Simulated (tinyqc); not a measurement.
Inside a calculation. Model: resistance of a tapered via with liner, size effect and interface.

Numbers from tinyqc (`OMP_NUM_THREADS=1 python tinyqc.py 2750079 2750080 out.jsonl`; about 0.01 s on one thread of a shared Intel Xeon 2.30GHz). Printed values are rounded.

A round via whose diameter grows from db at the bottom as D(z) = db + 2 z/tan(ang). The fill, of diameter D - 2 tl, starts above the bottom liner (thickness fb tl) and has rho = rho0 (1 + ks lam/(D - 2 tl)); the sidewall liner conducts in parallel with it. The bottom liner and the interface are crossed over the full area pi db^2/4. Spreading in the lines above and below is left out.

Inputs (values chosen for the exercise); fill metal close to copper: diameter at the bottom db = 41 nm; height hv = 51 nm; sidewall angle ang = 89 degrees; bulk resistivity of the fill rho0 = 1.67 uohm cm; mean free path of the fill lam = 39.5 nm; size-effect factor ks = 0.7; liner on the sidewall tl = 1.7 nm; liner at the bottom over that on the sidewall fb = 1; resistivity of the liner rl = 240 uohm cm; interface resistivity at the bottom ri = 3.8e-12 ohm cm^2; ballistic conductance per area, about 3/(4 rho0 lam) Sb = 1.1e15 S/m^2.

Range of the model: The ballistic limit exceeds half of R_fill, so a diffusive resistivity alone understates the resistance.

## Slices of the via

Slices between z0 = fb tl and hv, evaluated at their midpoints: conductance per length pi/4 [(D - 2 tl)^2/rho + (D^2 - (D - 2 tl)^2)/rl], slice resistance = slice height over that. 10 slices.

```
slice   z (nm)   D (nm)  rho (uohm cm)  slice resistance (ohm)
0        4.165  41.1454        2.89334                0.127187
1        9.095  41.3175        2.88779                0.125795
2      14.0250  41.4896        2.88229                0.124425
3      18.9550  41.6617        2.87683                0.123077
4      23.8850  41.8338        2.87143                0.121750
5      28.8150  42.0059        2.86607                0.120443
6      33.7450  42.1780        2.86076                0.119157
7      38.6750  42.3501        2.85550                0.117891
8      43.6050  42.5223        2.85029                0.116644
9      48.5350  42.6944        2.84512                0.115417
```

## Total resistance

R_fill = sum of the slices; R_bottom = rl fb tl/(pi db^2/4); R_interface = ri/(pi db^2/4); ballistic (Sharvin) limit 1/(Sb pi (db - 2 tl)^2/4); ideal cylinder rho0 hv/(pi db^2/4).

parts (ohm): fill 1.21179, bottom liner 3.09031, interface 0.287823
R = 4.58993 ohm
shares (%): fill 26.4010, bottom liner 67.3282, interface 6.2708
ballistic limit = 0.818732 ohm
ideal cylinder = 0.645103 ohm

The bottom liner is the largest part, and R is 7.12 times the ideal cylinder. With 2000 slices R = 4.5899 ohm.
